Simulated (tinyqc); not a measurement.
Inside a calculation. Method: RKS/BP86 in the 6-31g basis, for H2, spin multiplicity 1. Computed by tinyqc, a small Python program that keeps every step (integrals from PySCF). Settings: charge = 0, multiplicity = 1, basis = 6-31g, energy threshold = 1e-08, iteration cap = 85, orthogonalisation = canonical, start = highest core orbitals, DIIS depth = 4, method = RKS, functional = b88,p86, grid = [20, 26]. Command: `OMP_NUM_THREADS=1 python tinyqc.py 22740 22741 out.jsonl` (the two numbers bound the seeds that draw the settings). One thread of a shared host (Intel(R) Xeon(R) Processor @ 2.60GHz), about 0.4 s of CPU time with the checks. Later iterations appear only in the table of the cycle.

## One-electron integrals

Geometry (angstrom):
```
atom,x,y,z
H,0.00000,0.00000,0.00000
H,0.00000,0.00000,0.65700
```

Basis 6-31g: exponents (1/bohr^2) and contraction coefficients of normalised primitives:
```
element,l (shell),exponent,coefficient
H,s (1),18.73114,0.03349
H,s (1),2.82539,0.23473
H,s (1),0.64012,0.81376
H,s (2),0.16128,1.00000
```

Overlap, kinetic and nuclear-attraction integrals over the contracted functions; the nuclear repulsion is the sum of Za Zb / Rab.

nuclear repulsion = 0.8054448 hartree

overlap S, lower triangle:
```
,1H 1s,1H 2s,2H 1s,2H 2s
1H 1s,1.00000
1H 2s,0.65829,1.00000
2H 1s,0.53210,0.53753,1.00000
2H 2s,0.53753,0.88311,0.65829,1.00000
```

kinetic energy T (hartree), lower triangle:
```
,1H 1s,1H 2s,2H 1s,2H 2s
1H 1s,1.39568
1H 2s,0.25974,0.24192
2H 1s,0.33422,0.18323,1.39568
2H 2s,0.18323,0.19594,0.25974,0.24192
```

nuclear attraction V (hartree), lower triangle:
```
,1H 1s,1H 2s,2H 1s,2H 2s
1H 1s,-2.43340
1H 2s,-1.21780,-1.18963
2H 1s,-1.27716,-1.02705,-2.43340
2H 2s,-1.02705,-1.08669,-1.21780,-1.18963
```

core Hamiltonian H = T + V (hartree), lower triangle:
```
,1H 1s,1H 2s,2H 1s,2H 2s
1H 1s,-1.03772
1H 2s,-0.95807,-0.94771
2H 1s,-0.94293,-0.84382,-1.03772
2H 2s,-0.84382,-0.89075,-0.95807,-0.94771
```

## Two-electron integrals

Functions are numbered as in S; the eight-fold symmetry (ij|kl) = (ji|kl) = (kl|ij) leaves the list below.

Two-electron integrals (ij|kl) in chemists' order, unique and non-zero (hartree):
```
i,j,k,l,(ij|kl)
1,1,1,1,1.07657
2,1,1,1,0.57847
2,1,2,1,0.32942
2,2,1,1,0.58740
2,2,2,1,0.36130
2,2,2,2,0.45315
3,1,1,1,0.49166
3,1,2,1,0.27739
3,1,2,2,0.29879
3,1,3,1,0.27747
3,2,1,1,0.38342
3,2,2,1,0.23005
3,2,2,2,0.27233
3,2,3,1,0.23507
3,2,3,2,0.21881
3,3,1,1,0.71702
3,3,2,1,0.43402
3,3,2,2,0.51471
3,3,3,1,0.49166
3,3,3,2,0.46687
3,3,3,3,1.07657
4,1,1,1,0.46687
4,1,2,1,0.26659
4,1,2,2,0.29364
4,1,3,1,0.23507
4,1,3,2,0.19811
4,1,3,3,0.38342
4,1,4,1,0.21881
4,2,1,1,0.50117
4,2,2,1,0.30959
4,2,2,2,0.39205
4,2,3,1,0.27280
4,2,3,2,0.25711
4,2,3,3,0.50117
4,2,4,1,0.25711
4,2,4,2,0.35341
4,3,1,1,0.43402
4,3,2,1,0.26441
4,3,2,2,0.32165
4,3,3,1,0.27739
4,3,3,2,0.26659
4,3,3,3,0.57847
4,3,4,1,0.23005
4,3,4,2,0.30959
4,3,4,3,0.32942
4,4,1,1,0.51471
4,4,2,1,0.32165
4,4,2,2,0.41824
4,4,3,1,0.29879
4,4,3,2,0.29364
4,4,3,3,0.58740
4,4,4,1,0.27233
4,4,4,2,0.39205
4,4,4,3,0.36130
4,4,4,4,0.45315
```

## Orthogonalisation

S = U s U^T; canonical form X = U s^(-1/2), so that X^T S X = 1. Each column of U has its largest component positive (the first on a tie).

eigenvalues of S: 0.07935  0.49897  0.50543  2.91624

X:
```
,1,2,3,4
1H 1s,-0.74501,0.75749,0.94979,0.27070
1H 2s,2.39707,-0.65443,0.29520,0.31333
2H 1s,0.74501,0.75749,-0.94979,0.27070
2H 2s,-2.39707,-0.65443,-0.29520,0.31333
```

## Starting guess

The start is the highest orbitals of the core Hamiltonian (a deliberately bad start); D = 2 C_occ C_occ^T.

D at the start, lower triangle:
```
,1H 1s,1H 2s,2H 1s,2H 2s
1H 1s,2.61366
1H 2s,-4.21911,6.81071
2H 1s,-2.61366,4.21911,2.61366
2H 2s,4.21911,-6.81071,-4.21911,6.81071
```

## Iteration 1: exchange-correlation on the grid

Becke grid with 20 radial and 26 angular points per atom, points of zero weight dropped. rho = sum D_ij phi_i phi_j; V_xc,ij = sum w v_xc phi_i phi_j plus the gradient terms; v_xc is d(rho eps)/d rho at fixed gradient.

The 12 grid points with the largest w rho, of 1024 (bohr, atomic units):
```
x,y,z,w,rho,|grad rho|^2,eps_xc,v_xc
0.00000,0.00000,-2.57774,2.34970,0.01158,0.00011,-0.21122,-0.26238
0.00000,0.00000,3.81929,2.34970,0.01158,0.00011,-0.21122,-0.26238
0.00000,0.00000,-3.23280,4.53889,0.00465,0.00007,-0.17720,-0.18622
0.00000,0.00000,4.47435,4.53889,0.00465,0.00007,-0.17720,-0.18622
-1.82274,0.00000,-1.82274,1.87973,0.00843,0.00005,-0.19270,-0.23798
0.00000,-1.82274,-1.82274,1.87973,0.00843,0.00005,-0.19270,-0.23798
1.82274,0.00000,-1.82274,1.87973,0.00843,0.00005,-0.19270,-0.23798
0.00000,1.82274,-1.82274,1.87973,0.00843,0.00005,-0.19270,-0.23798
0.00000,1.82274,3.06429,1.87973,0.00843,0.00005,-0.19270,-0.23798
-1.82274,0.00000,3.06429,1.87973,0.00843,0.00005,-0.19270,-0.23798
0.00000,-1.82274,3.06429,1.87973,0.00843,0.00005,-0.19270,-0.23798
1.82274,0.00000,3.06429,1.87973,0.00843,0.00005,-0.19270,-0.23798
```

electrons on the grid, sum of w rho = 1.98034

E_xc = sum of w rho eps_xc = -0.8645086 hartree

V_xc (hartree), lower triangle:
```
,1H 1s,1H 2s,2H 1s,2H 2s
1H 1s,-0.52012
1H 2s,-0.23669,-0.21185
2H 1s,-0.24437,-0.19453,-0.52012
2H 2s,-0.19453,-0.18604,-0.23669,-0.21185
```

## Iteration 1: building the Kohn-Sham matrix

J_ij = sum D_kl (ij|kl); F = H + J + V_xc; E = tr D H + tr D J / 2 + E_xc + E_nn.

Coulomb J (hartree), lower triangle:
```
,1H 1s,1H 2s,2H 1s,2H 2s
1H 1s,1.42860
1H 2s,0.81042,0.92603
2H 1s,0.75956,0.67337,1.42860
2H 2s,0.67337,0.83431,0.81042,0.92603
```

Kohn-Sham matrix F (hartree), lower triangle:
```
,1H 1s,1H 2s,2H 1s,2H 2s
1H 1s,-0.12924
1H 2s,-0.38434,-0.23353
2H 1s,-0.42774,-0.36499,-0.12924
2H 2s,-0.36499,-0.24248,-0.38434,-0.23353
```

total energy of this density = 1.8144925 hartree

## Iteration 1: diagonalisation and new density

Diagonalise F' = X^T F X, C = X C', fill 1 alpha and 1 beta electrons from the bottom; D = 2 C_occ C_occ^T. Each column has its largest component positive (the first on a tie).

F' = X^T F X (hartree), lower triangle:
```
,1,2,3,4
1,0.57244
2,0.00000,0.43892
3,-0.48937,0.00000,0.51842
4,0.00000,-0.12341,0.00000,-0.42932
```

orbital energies (hartree): MO1 -0.44652, MO2 0.05531, MO3 0.45612, MO4 1.03555

coefficients C:
```
,MO1,MO2,MO3,MO4
1H 1s,0.37267,0.17779,0.71287,-1.19396
1H 2s,0.21999,1.86202,-0.69141,1.53816
2H 1s,0.37267,-0.17779,0.71287,1.19396
2H 2s,0.21999,-1.86202,-0.69141,-1.53816
```

D after iteration 1, lower triangle:
```
,1H 1s,1H 2s,2H 1s,2H 2s
1H 1s,0.27777
1H 2s,0.16397,0.09679
2H 1s,0.27777,0.16397,0.27777
2H 2s,0.16397,0.09679,0.16397,0.09679
```

## Iteration 2: exchange-correlation on the grid

As before.

The 12 grid points with the largest w rho, of 1024 (bohr, atomic units):
```
x,y,z,w,rho,|grad rho|^2,eps_xc,v_xc
1.23021,0.00000,1.24155,0.29095,0.03817,0.00865,-0.32075,-0.35976
-1.23021,0.00000,1.24155,0.29095,0.03817,0.00865,-0.32075,-0.35976
0.00000,-1.23021,1.24155,0.29095,0.03817,0.00865,-0.32075,-0.35976
0.00000,1.23021,1.24155,0.29095,0.03817,0.00865,-0.32075,-0.35976
0.00000,-1.23021,0.00000,0.29095,0.03817,0.00865,-0.32075,-0.35976
0.00000,1.23021,0.00000,0.29095,0.03817,0.00865,-0.32075,-0.35976
-1.23021,0.00000,0.00000,0.29095,0.03817,0.00865,-0.32075,-0.35976
1.23021,0.00000,0.00000,0.29095,0.03817,0.00865,-0.32075,-0.35976
0.92896,0.00000,1.24155,0.13858,0.07685,0.03424,-0.38740,-0.45315
-0.92896,0.00000,1.24155,0.13858,0.07685,0.03424,-0.38740,-0.45315
0.00000,0.92896,1.24155,0.13858,0.07685,0.03424,-0.38740,-0.45315
0.00000,-0.92896,1.24155,0.13858,0.07685,0.03424,-0.38740,-0.45315
```

electrons on the grid, sum of w rho = 1.99157

E_xc = sum of w rho eps_xc = -0.7586827 hartree

V_xc (hartree), lower triangle:
```
,1H 1s,1H 2s,2H 1s,2H 2s
1H 1s,-0.57422
1H 2s,-0.30591,-0.28862
2H 1s,-0.31116,-0.25767,-0.57422
2H 2s,-0.25767,-0.26590,-0.30591,-0.28862
```

## Iteration 2: building the Kohn-Sham matrix

As before.

Coulomb J (hartree), lower triangle:
```
,1H 1s,1H 2s,2H 1s,2H 2s
1H 1s,1.58592
1H 2s,0.91899,1.04193
2H 1s,0.87405,0.77092,1.58592
2H 2s,0.77092,0.94596,0.91899,1.04193
```

Kohn-Sham matrix F (hartree), lower triangle:
```
,1H 1s,1H 2s,2H 1s,2H 2s
1H 1s,-0.02603
1H 2s,-0.34499,-0.19440
2H 1s,-0.38005,-0.33057,-0.02603
2H 2s,-0.33057,-0.21070,-0.34499,-0.19440
```

total energy of this density = -1.1613894 hartree

## Iteration 2: DIIS over 2 matrices

error matrix X^T (FDS - SDF) X:
```
,1,2,3,4
1,0.00000,0.00000,0.00000,0.00000
2,0.00000,0.00000,0.00000,0.08745
3,0.00000,0.00000,0.00000,0.00000
4,0.00000,-0.08745,0.00000,0.00000
```

B (overlaps of the stored error matrices):
```
,1,2
1,2.3635356e-01,0.0000000e+00
2,0.0000000e+00,1.5293660e-02
```

Minimise |sum c_i e_i|^2 with sum c_i = 1: solve [B -1; -1 0][c; lambda] = [0; -1] with B_ij = tr e_i^T e_j, and take F = sum c_i F_i.

DIIS coefficients: 0.06077  0.93923

extrapolated F (hartree), lower triangle:
```
,1H 1s,1H 2s,2H 1s,2H 2s
1H 1s,-0.03230
1H 2s,-0.34738,-0.19677
2H 1s,-0.38295,-0.33266,-0.03230
2H 2s,-0.33266,-0.21263,-0.34738,-0.19677
```

## Iteration 2: diagonalisation and new density

As before.

F' = X^T F X (hartree), lower triangle:
```
,1,2,3,4
1,0.67659
2,0.00000,0.52125
3,-0.53436,0.00000,0.61890
4,0.00000,-0.08426,0.00000,-0.37197
```

orbital energies (hartree): MO1 -0.37985, MO2 0.11260, MO3 0.52913, MO4 1.18288

coefficients C:
```
,MO1,MO2,MO3,MO4
1H 1s,0.34005,0.17706,0.72899,-1.19407
1H 2s,0.25104,1.86295,-0.68076,1.53704
2H 1s,0.34005,-0.17706,0.72899,1.19407
2H 2s,0.25104,-1.86295,-0.68076,-1.53704
```

D after iteration 2, lower triangle:
```
,1H 1s,1H 2s,2H 1s,2H 2s
1H 1s,0.23127
1H 2s,0.17073,0.12604
2H 1s,0.23127,0.17073,0.23127
2H 2s,0.17073,0.12604,0.17073,0.12604
```

## Iteration 5 (converged): orbitals

converged F (hartree), lower triangle:
```
,1H 1s,1H 2s,2H 1s,2H 2s
1H 1s,-0.05370
1H 2s,-0.35988,-0.20979
2H 1s,-0.39598,-0.34331,-0.05370
2H 2s,-0.34331,-0.22482,-0.35988,-0.20979
```

As before.

F' = X^T F X (hartree), lower triangle:
```
,1,2,3,4
1,0.67114
2,0.00000,0.50603
3,-0.53129,0.00000,0.60157
4,0.00000,-0.09083,0.00000,-0.38981
```

orbital energies (hartree): MO1 -0.39893, MO2 0.10393, MO3 0.51515, MO4 1.16878

coefficients C:
```
,MO1,MO2,MO3,MO4
1H 1s,0.34499,0.18389,0.72667,-1.19303
1H 2s,0.24641,1.85413,-0.68245,1.54767
2H 1s,0.34499,-0.18389,0.72667,1.19303
2H 2s,0.24641,-1.85413,-0.68245,-1.54767
```

D after iteration 5, lower triangle:
```
,1H 1s,1H 2s,2H 1s,2H 2s
1H 1s,0.23804
1H 2s,0.17002,0.12143
2H 1s,0.23804,0.17002,0.23804
2H 2s,0.17002,0.12143,0.17002,0.12143
```

## Convergence

Stop when the energy changes by less than 1e-08 hartree and every element of the error matrix X^T (F D S - S D F) X is below 3e-05.

Course of the cycle:
```
iteration,E (hartree),change,largest element of the error matrix
1,1.8144925,-,3.44e-01
2,-1.1613894,-2.98e+00,8.74e-02
3,-1.1646584,-3.27e-03,1.56e-02
4,-1.1647630,-1.05e-04,3.40e-05
5,-1.1647630,-3.38e-10,1.95e-05
```

PySCF RKS in the same basis, fine grid = -1.1668987 hartree

Converged in 5 iterations. The coarse grid moves the energy by +2.14e-03 hartree.

## Populations, bond orders and dipole

Mulliken: Z minus the diagonal of D S on the atom; Loewdin: the same with S^(1/2) D S^(1/2); Mayer order: 2 sum_s sum (D(s) S)_ij (D(s) S)_ji over the two atoms.

Charges (e):
```
atom,Mulliken,Loewdin
1H,0,0
2H,0,0
```

Mayer bond orders:
```
pair,order
2-1,1.00000
```

dipole moment about the origin, x y z (debye): 0.00000  0.00000  0.00000
